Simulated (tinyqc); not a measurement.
Gas flow in a process chamber: flow regimes, conductance, effective pumping speed, pump-down, outgassing and purge: one step, computed by the program tinyqc.

Ideal gas, isothermal flow, a pump of constant speed at the end of a round pipe; process gas, volume gas and outgassing are given the same properties. 1 sccm = 101325 Pa x 1e-6 m^3/60 s x T/273.15 K.

Task: Molecular flow. Mean speed c = sqrt(8 k_B T/(pi m)); aperture conductance C_a = c pi d^2/16; molecular pipe C_m = C_a/(1 + 3 l/(4 d)) (Dushman form); viscous pipe C_v = pi d^4 p_mean/(128 eta l); Knudsen interpolation C = C_v + C_m (1 + x)/(1 + 1.24 x), x = d p_mean sqrt(m/(k_B T))/eta. Effective speed 1/S_eff = 1/S + 1/C_m; time constant V/S_eff; pressure at which the free path k_B T/(sqrt2 pi d_m^2 p) equals d.

Inputs (values chosen for the exercise, modelled on oxygen near room temperature):

| quantity | value | unit |
|---|---|---|
| molar mass M | 32 | g/mol |
| molecular diameter | 0.36 | nm |
| temperature T | 293 | K |
| chamber volume V | 9 | L |
| pipe diameter d | 6.3 | cm |
| pipe length l | 45 | cm |
| pump speed S | 220 | L/s |

Constants: k_B = 1.380649e-23 J/K; u = 1.6605390666e-27 kg.

Give: mean speed c; C_a; C_m; S_eff in molecular flow; time constant; pressure where the free path equals d.

Result:

mean speed c = 440.3 m/s

C_a = 343.1 L/s

C_m = 53.98 L/s

S_eff in molecular flow = 43.34 L/s

time constant = 0.2077 s

pressure where the free path equals d = 0.1115 Pa

The pipe passes on 20 % of the pump speed; a larger pump would gain little, since S_eff cannot exceed C_m.
